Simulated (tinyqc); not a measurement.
Inside a calculation. Method: empirical pseudopotential in a few plane waves. Computed by tinyqc, a small Python program that keeps every step. Settings: plane-wave index or count = 15. Command: `OMP_NUM_THREADS=1 python tinyqc.py 22274 22275 out.jsonl` (the two numbers bound the seeds that draw the settings). One thread of a shared host (Intel(R) Xeon(R) Processor @ 2.60GHz), about 0.3 s of CPU time with the checks.

## Bloch Hamiltonian at k

Parameters chosen for this model: fcc lattice, atoms at +/- a/8 (1,1,1); form factors in rydberg at |G|^2 in units of (2 pi/a)^2:
```
parameter                 value      unit
a                      6.240000  angstrom
VS(3)                 -0.256000        Ry
VS(8)                  0.016000        Ry
VS(11)                 0.042000        Ry
VA(3)                  0.045000        Ry
VA(4)                  0.098000        Ry
VA(11)                 0.004000        Ry
hbar^2/2m (2 pi/a)^2   3.862900        eV
```

k point k (2 pi / a): [0.090000, -0.090000, 0.440000]

Basis: the 15 shortest G (labels in 2 pi/a), the same at every k. H(G,G') = c |k + G|^2 delta + VS(|G-G'|^2) cos((G-G').tau) + i VA sin((G-G').tau), tau = a/8 (1,1,1); 1 Ry = 13.605693 eV.

H(k) at k (eV), order +0+0+0, -1-1-1, -1-1+1, -1+1-1, -1+1+1, +1-1-1, +1-1+1, +1+1-1, +1+1+1, -2+0+0, +0-2+0, +0+0-2, +0+0+2, +0+2+0, +2+0+0:
```
[[0.810436, 2.462894+0.432931i, -2.462894+0.432931i, -2.462894+0.432931i, -2.462894-0.432931i, -2.462894+0.432931i, -2.462894-0.432931i, -2.462894-0.432931i, 2.462894-0.432931i, 0.000000+1.333358i, 0.000000+1.333358i, 0.000000+1.333358i, 0.000000-1.333358i, 0.000000-1.333358i, 0.000000-1.333358i],
 [2.462894-0.432931i, 8.999785, 0.000000-1.333358i, 0.000000-1.333358i, -0.217691, 0.000000-1.333358i, -0.217691, -0.217691, 0.000000, -2.462894-0.432931i, -2.462894-0.432931i, -2.462894-0.432931i, -0.404068+0.038483i, -0.404068+0.038483i, -0.404068+0.038483i],
 [-2.462894-0.432931i, 0.000000+1.333358i, 15.798489, 0.217691, 0.000000-1.333358i, 0.217691, 0.000000-1.333358i, 0.000000, -0.217691, -2.462894+0.432931i, -2.462894+0.432931i, 0.404068+0.038483i, 2.462894-0.432931i, -0.404068-0.038483i, -0.404068-0.038483i],
 [-2.462894-0.432931i, 0.000000+1.333358i, 0.217691, 7.609141, 0.000000-1.333358i, 0.217691, 0.000000, 0.000000-1.333358i, -0.217691, -2.462894+0.432931i, 0.404068+0.038483i, -2.462894+0.432931i, -0.404068-0.038483i, 2.462894-0.432931i, -0.404068-0.038483i],
 [-2.462894+0.432931i, -0.217691, 0.000000+1.333358i, 0.000000+1.333358i, 14.407845, 0.000000, 0.217691, 0.217691, 0.000000-1.333358i, 2.462894+0.432931i, -0.404068+0.038483i, -0.404068+0.038483i, -2.462894-0.432931i, -2.462894-0.432931i, 0.404068-0.038483i],
 [-2.462894-0.432931i, 0.000000+1.333358i, 0.217691, 0.217691, 0.000000, 10.390429, 0.000000-1.333358i, 0.000000-1.333358i, -0.217691, 0.404068+0.038483i, -2.462894+0.432931i, -2.462894+0.432931i, -0.404068-0.038483i, -0.404068-0.038483i, 2.462894-0.432931i],
 [-2.462894+0.432931i, -0.217691, 0.000000+1.333358i, 0.000000, 0.217691, 0.000000+1.333358i, 17.189133, 0.217691, 0.000000-1.333358i, -0.404068+0.038483i, 2.462894+0.432931i, -0.404068+0.038483i, -2.462894-0.432931i, 0.404068-0.038483i, -2.462894-0.432931i],
 [-2.462894+0.432931i, -0.217691, 0.000000, 0.000000+1.333358i, 0.217691, 0.000000+1.333358i, 0.217691, 8.999785, 0.000000-1.333358i, -0.404068+0.038483i, -0.404068+0.038483i, 2.462894+0.432931i, 0.404068-0.038483i, -2.462894-0.432931i, -2.462894-0.432931i],
 [2.462894+0.432931i, 0.000000, -0.217691, -0.217691, 0.000000+1.333358i, -0.217691, 0.000000+1.333358i, 0.000000+1.333358i, 15.798489, -0.404068-0.038483i, -0.404068-0.038483i, -0.404068-0.038483i, -2.462894+0.432931i, -2.462894+0.432931i, -2.462894+0.432931i],
 [0.000000-1.333358i, -2.462894+0.432931i, -2.462894-0.432931i, -2.462894-0.432931i, 2.462894-0.432931i, 0.404068-0.038483i, -0.404068-0.038483i, -0.404068-0.038483i, -0.404068+0.038483i, 14.871393, 0.217691, 0.217691, -0.217691, -0.217691, 0.000000],
 [0.000000-1.333358i, -2.462894+0.432931i, -2.462894-0.432931i, 0.404068-0.038483i, -0.404068-0.038483i, -2.462894-0.432931i, 2.462894-0.432931i, -0.404068-0.038483i, -0.404068+0.038483i, 0.217691, 17.652681, 0.217691, -0.217691, 0.000000, -0.217691],
 [0.000000-1.333358i, -2.462894+0.432931i, 0.404068-0.038483i, -2.462894-0.432931i, -0.404068-0.038483i, -2.462894-0.432931i, -0.404068-0.038483i, 2.462894-0.432931i, -0.404068+0.038483i, 0.217691, 0.217691, 9.463333, 0.000000, -0.217691, -0.217691],
 [0.000000+1.333358i, -0.404068-0.038483i, 2.462894+0.432931i, -0.404068+0.038483i, -2.462894+0.432931i, -0.404068+0.038483i, -2.462894+0.432931i, 0.404068+0.038483i, -2.462894-0.432931i, -0.217691, -0.217691, 0.000000, 23.060741, 0.217691, 0.217691],
 [0.000000+1.333358i, -0.404068-0.038483i, -0.404068+0.038483i, 2.462894+0.432931i, -2.462894+0.432931i, -0.404068+0.038483i, 0.404068+0.038483i, -2.462894+0.432931i, -2.462894-0.432931i, -0.217691, 0.000000, -0.217691, 0.217691, 14.871393, 0.217691],
 [0.000000+1.333358i, -0.404068-0.038483i, -0.404068+0.038483i, -0.404068+0.038483i, 0.404068+0.038483i, 2.462894+0.432931i, -2.462894+0.432931i, -2.462894+0.432931i, -2.462894-0.432931i, 0.000000, -0.217691, -0.217691, 0.217691, 0.217691, 17.652681]]
```

## Levels at k

Diagonalise the Hermitian matrix.

eigenvalues (eV): [-4.435841, 4.265037, 6.257105, 6.284177, 10.255385, 10.900963, 13.239895, 13.320885, 14.362777, 15.827370, 17.968419, 20.088427, 21.019152, 21.755127, 26.466875]

## Bands along a path

The same steps at evenly spaced points between the labelled ones.

Bands along the path (eV), lowest eight:
```
k            band 1    band 2    band 3    band 4     band 5     band 6     band 7     band 8
L         -3.612041  2.570699  6.628155  6.628155   9.584294  12.511007  12.511007  15.509025
L-G 0.25  -4.053689  3.119530  6.534090  6.534090   9.486120  12.408144  12.408144  14.237336
L-G 0.50  -4.488812  4.191614  6.599583  6.599583   9.426691  12.358733  12.358733  12.682445
L-G 0.75  -4.792476  5.590499  6.733227  6.733227   8.764304  11.910664  12.082709  12.082709
G         -4.899982  6.802996  6.802996  6.802996   7.691775  11.891269  11.891269  11.891269
G-X 0.25  -4.756533  5.491978  6.579273  6.579273   9.152311  11.338592  12.440694  12.440694
G-X 0.50  -4.350161  4.086449  6.169238  6.169238  10.195946  10.820096  13.820604  13.820604
G-X 0.75  -3.765918  3.008193  5.914414  5.914414   9.530943  11.094125  15.565875  15.685125
X         -3.184012  2.436323  5.980887  5.980887   9.265804  11.243525  17.896198  17.896198
```

With 4 band(s) filled, the highest filled level on these points lies at G and the lowest empty one at G: a gap of 0.8888 eV, direct. This holds for the small fixed basis; with all plane waves up to |k + G|^2 = 21 (2 pi/a)^2 the gap along the path is 1.43 eV.

## Convergence with the number of plane waves

Levels at G counted from the fourth one.

Levels (eV):
```
plane waves     level 1   level 5   level 8
9            -13.687146  0.658204  2.666716
15           -11.702979  0.888779  5.088273
27           -10.834299  1.364810  5.215019
51           -10.429137  1.370639  5.468967
59           -10.387242  1.421902  5.299733
65           -10.378668  1.414730  5.285515
89           -10.368923  1.422092  5.284661
```
